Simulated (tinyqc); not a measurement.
MOS capacitor on a p-type substrate, surface potential from the exact charge relation: two steps of the calculation.

Uniform p-type substrate, Boltzmann statistics, full ionisation, classical densities. psi is the surface potential against the body (positive when the bands bend down) and u = psi/Vt. Traps are spread evenly over the gap and neutral at flat band, so their charge is -q Dit psi; the minority quasi-Fermi level is shifted by Vb.

Inputs (values chosen for the exercise); band and dielectric values close to those of germanium:

| symbol | value | unit | meaning |
|---|---|---|---|
| T | 273 | K | temperature |
| Eg | 0.667 | eV | band gap |
| eps_r | 16 |  | relative permittivity |
| Nc | 8.85e18 | cm^-3 | conduction-band density of states at T |
| Nv | 5.24e18 | cm^-3 | valence-band density of states at T |
| N | 1.2e17 | cm^-3 | acceptor density of the substrate |
| eox | 3.9 |  | relative permittivity of the gate insulator (close to silicon dioxide) |
| tox | 4.1 | nm | insulator thickness |
| Nf | 0 | cm^-2 | fixed charge at the interface, in units of q |
| Dit | 0 | cm^-2 eV^-1 | density of interface traps |
| Vb | 0 | V | reverse bias of the inversion layer against the body |
| Vg | -0.3 | V | gate voltage against the body |

Constants: q = 1.602176634e-19 C, kB = 1.380649e-23 J/K, Vt = kB T/q, eps0 = 8.8541878128e-14 F/cm where lengths are in cm. Results are converted to the units shown.

Task 1. Newton step for the surface potential. u = psi/Vt; F^2 = exp(-u) + u - 1 + r (exp(u) - u - 1); Qs = -sign(u) Q0 F; Cs = -dQs/dpsi = (Q0/Vt) |1 - exp(-u) + r (exp(u) - 1)|/(2 F). f = Vfb + psi + (q Dit psi - Qs)/Cox - Vg, f' = 1 + (Cs + q Dit)/Cox, psi(new) = psi - f/f'.

psi after iteration 1 = 0.11049421 V
Cox = 0.84222762 uF/cm^2
Vfb = -0.51815463 V
Q0 = 35.798344 nC/cm^2
r = 1.5653370e-9

Wanted: u; F; Qs; Cs; f; f'; psi after iteration 2.

Result 1.

u = 4.6968
F = 1.9251
Qs = -68.915 nC/cm^2
Cs = 0.39162 uF/cm^2
f = -0.025836 V
f' = 1.4650
psi after iteration 2 = 0.12813 V

Task 2. Charges, field and capacitances at the solution. ni = sqrt(Nc Nv) exp(-Eg/(2 Vt)), Eg in volts; phiF = Vt ln(N/ni); Cox = eps0 eox/tox; Vfb = phiM - chi - (Eg - Vt ln(Nv/N)) - q Nf/Cox; Q0 = sqrt(2 eps0 eps_r q N Vt); r = (ni/N)^2 exp(-Vb/Vt); VT = Vfb + [(2 phiF + Vb)(1 + q Dit/Cox) + sqrt(2 eps0 eps_r q N (2 phiF + Vb))/Cox].

Low frequency: 1/C_LF = 1/Cox + 1/(Cs + q Dit). High frequency, in the simple estimate in which traps and minority carriers do not follow: 1/C_HF = 1/Cox + 1/Cd, Cd being Cs with r = 0 at the same psi. Minority sheet density N_inv = (Q0/(2 q)) int_0^u r (exp(t) - 1)/F(t) dt for u > 0. Oxide field |Qs - q Dit psi + q Nf|/(eps0 eox).

converged psi = 0.12837801 V

Find: Qs; N_inv; oxide field; Cs; C_LF/Cox; C_HF/Cox.

Result 2.

Qs = -75.612 nC/cm^2
N_inv = 22169 cm^-2
oxide field = 0.21897 MV/cm
Cs = 0.35868 uF/cm^2
C_LF/Cox = 0.29868
C_HF/Cox = 0.29868

The surface is in depletion (borders at |psi| = 0, phiF + Vb and 2 phiF + Vb = 0.477 V).

Numbers from tinyqc (`OMP_NUM_THREADS=1 python tinyqc.py 2060129 2060130 out.jsonl`; about 0.01 s on one thread of a shared Intel Xeon 2.30GHz).
